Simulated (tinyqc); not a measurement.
Grain growth, pinning, strength and diffusional creep of a polycrystal or thin film: one step, computed by the program tinyqc.

One mean grain size d describes the structure.

Question. Yield stress. Hall-Petch term k_y/sqrt(d). Orowan term 3.06 x 0.4 G b ln(2 rbar/b)/(pi lambda sqrt(1 - nu)) with nu = 1/3, rbar = sqrt(2/3) r, lambda = rbar (sqrt(pi/f) - 2). Film term (threading dislocation, matched substrate, the geometry of an fcc (111) film taken for all cases): 3.464 G b ln(2 h/b)/(4 pi (1 - nu) h). The terms are added to sigma_0.

Inputs (values chosen for the exercise, modelled on aluminium): shear modulus G = 25.4 GPa; Burgers vector b = 2.863 angstrom; anneal temperature T = 419 K; particle volume fraction f = 0.00069; particle radius r = 5.7 nm; film thickness h = 330 nm; friction stress sigma_0 = 17 MPa; Hall-Petch slope k_y = 0.057 MPa m^0.5.

Sample: thin film on a substrate.

grain size d = 147.9052 nm

Give: Hall-Petch term; Orowan term; film term; yield stress.

Answer.

Hall-Petch term = 148.21 MPa

Orowan term = 39.646 MPa

film term = 70.552 MPa

yield stress = 275.41 MPa

Caution: the grains are smaller than the film is thick, so they are not columnar, and the groove drag and film term are overstated.
